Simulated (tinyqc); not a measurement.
Displacements against temperature: thermal displacements in the Debye model: Debye-Waller factors, bond-length spread and the Lindemann rule. Computed by tinyqc, a small Python program. Command: `OMP_NUM_THREADS=1 python tinyqc.py 3021594 3021595 out.jsonl debyewaller walk`. One thread of a shared host (Intel(R) Xeon(R) Processor @ 2.30GHz), about 0.01 s of CPU time with the checks.

A Debye spectrum with three branches of one velocity, cut at k_B Theta; 2 atoms per cube, nearest neighbours at d = 0.866025 a.

Inputs (values chosen for the exercise, modelled on molybdenum):
```
quantity                 value      unit
atomic mass M            95.95         u
Debye temperature Theta    393         K
lattice constant a       3.147  angstrom
temperature T               77         K
```

Structure: bcc.

reflection (h k l): 2  1  1

Constants: hbar^2/u = 4.18015928e-03 eV angstrom^2; k_B = 8.617333262e-05 eV/K.

Method:
- <u_x^2> = (3 hbar^2/(2 M k_B Theta)) int_0^1 s coth(s Theta/(2T)) ds (64 Gauss-Legendre points); it tends to 3 hbar^2/(4 M k_B Theta) at T = 0 and to 3 hbar^2 T/(M k_B Theta^2) at high T.
- B = 8 pi^2 <u_x^2>.
- G = 2 pi sqrt(h^2 + k^2 + l^2)/a; the intensity is multiplied by exp(-2W), 2W = G^2 <u_x^2>; the loss goes into thermal diffuse scattering.
- Correlated Debye model: sigma^2 = (3 hbar^2/(M k_B Theta)) int_0^1 s coth(s Theta/(2T)) [1 - sin(s q_D R)/(s q_D R)] ds for two atoms at distance R, q_D = (6 pi^2 n)^(1/3), n atoms per volume; uncorrelated motion would give 2 <u_x^2>.
- The correlation is 1 - sigma^2/(2 <u_x^2>); exp(-2W) uses 2W = G^2 <u_x^2>.

|G| = 4.89056 1/angstrom

Displacements (angstrom^2):
```
T (K)     <u_x^2>   classical  sigma^2 at d  sigma^2 at 2d  exp(-2W)
12     9.7073e-04  1.1784e-04     0.0016218      0.0018444   0.97705
39      0.0010273  3.8298e-04     0.0016342      0.0018794   0.97573
79      0.0012149  7.7578e-04     0.0017549      0.0021108   0.97136
140     0.0016548   0.0013748     0.0021797      0.0027674   0.96119
220     0.0023461   0.0021604     0.0029421      0.0038537   0.94543
310     0.0031780   0.0030442     0.0039011      0.0051815   0.92681
470     0.0047044   0.0046154     0.0056962      0.0076346   0.89358
710     0.0070314   0.0069722     0.0084603       0.011387   0.84521
860     0.0084941   0.0084452      0.010204       0.013748   0.81615
```

What follows from these numbers?

The classical line is within 5 % from T = 310 K (T/Theta = 0.79) on. The correlation of nearest neighbours grows from 0.16 to 0.40, since thermal motion weights long waves, which move neighbours together, more than zero-point motion does; at 2d it ends at 0.19. The reflection keeps 98 % of its intensity at the lowest T and 82 % at the highest.

Extremes, crossings and ranges named in words are read from the listed rows.
